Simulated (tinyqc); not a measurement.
Slow cooling against a quench: self-consistent Fermi level with native defects, at growth and after a quench. Computed by tinyqc, a small Python program. Command: `OMP_NUM_THREADS=1 python tinyqc.py 3013794 3013795 out.jsonl scfermi walk`. One thread of a shared host (Intel(R) Xeon(R) Processor @ 2.30GHz), about 0.04 s of CPU time with the checks.

Energies are counted from the top of the valence band (VBM); when the gap shrinks with temperature the conduction band moves and the levels stay. D and A draw on one reservoir with opposite signs, as the two vacancies of a compound do.

Inputs (values chosen for the exercise, for a model semiconductor):
```
quantity,value,unit
gap E_g at 300 K,1.29,eV
slope -dE_g/dT above 300 K,0.00044,eV/K
electron mass m_e,0.0865,m_0
valleys M_c,1,-
hole mass m_h,0.676,m_0
E_f of the neutral native donor D,0.9361,eV
E_f of the neutral native acceptor A,1.838,eV
shift s of the chemical potential,-0.27,eV
site density N_s,2.4e+22,cm^-3
growth temperature T_g,969,K
temperature of use T,400,K
```

Added shallow dopant: none.

levels of D above the VBM, most positive state first (eV): [0.706, 1]

levels of A above the VBM, (0/-1) first (eV): [0.425, 0.602, 0.656]

Constants: m_0 = 9.1093837015e-31 kg; k_B = 1.380649e-23 J/K; h = 6.62607015e-34 J s; k_B = 8.617333262e-05 eV/K.

Method:
- E_f(D, 0) = input + s and E_f(A, 0) = input - s; E_f(q, E_F = 0) follows from the levels, eps(q/q-1) = E_f(q - 1) - E_f(q) at E_F = 0.
- E_g(T) = E_g - slope x max(0, T - 300 K).
- N_c = 2 M_c (2 pi m_e k_B T/h^2)^(3/2) and N_v = 2 (2 pi m_h k_B T/h^2)^(3/2), masses in units of m_0.
- At growth T = T_g.
- n = N_c F_1/2((E_F - E_g)/k_B T), p = N_v F_1/2(-E_F/k_B T).
- F_1/2(eta) = (2/sqrt(pi)) int_0^infinity sqrt(x)/(1 + exp(x - eta)) dx, by the trapezoid rule in t = sqrt(x) with step 0.02 up to t = 12 (for eta < -12 by exp(eta) - exp(2 eta)/2^(3/2)).
- In equilibrium c_q = N_s exp(-(E_f(q, 0) + q E_F)/k_B T).
- Net charge = p - n + sum q c_q; the log ratio is ln(positive charge/negative charge).
- E_F is the root of the log ratio, by 50 bisections between -0.5 eV and E_g + 0.5 eV.
- After a quench the totals of D and A stay as grown, and each is shared among its charge states with weights exp(-(E_f(q, 0) + q E_F)/k_B T).
- Each E_F by bisection; full equilibrium lets the defects form and vanish at every T.

E_f(q, E_F = 0) (eV): D(+2) -1.0399, D(+1) -0.3339, D(0) 0.6661, A(0) 2.1080, A(-1) 2.5330, A(-2) 3.1350, A(-3) 3.7910

total D = 1.66665e+19 cm^-3

total A = 1.91062e+18 cm^-3

Two histories (densities in cm^-3):
```
T (K),"E_F, equilibrium (eV)",n,p,all defects,"E_F, frozen (eV)","n, frozen","p, frozen"
860,0.99980,1.4550e+18,9.3649e+13,6.6161e+18,1.0178,1.7875e+18,7.3430e+13
740,0.99713,4.8644e+17,8.7443e+12,1.5218e+18,1.0295,7.7602e+17,5.2606e+12
630,0.99130,1.1262e+17,4.9860e+11,2.5251e+17,1.0321,2.3355e+17,2.3521e+11
510,0.97930,9.8284e+15,6.4983e+09,1.6444e+16,1.0281,2.9698e+16,2.1399e+09
400,0.96407,2.7563e+14,1.5315e+07,3.7315e+14,1.0223,1.4903e+15,2.8314e+06
```

What follows from these numbers?

At 400 K equilibrium would leave 3.73e14 defects per cm^3 against 1.86e19 frozen in, and E_F differs by +0.058 eV. The majority density of the quenched sample is 5.4 times the equilibrium one. Real samples lie between, set by the temperature at which diffusion stops.
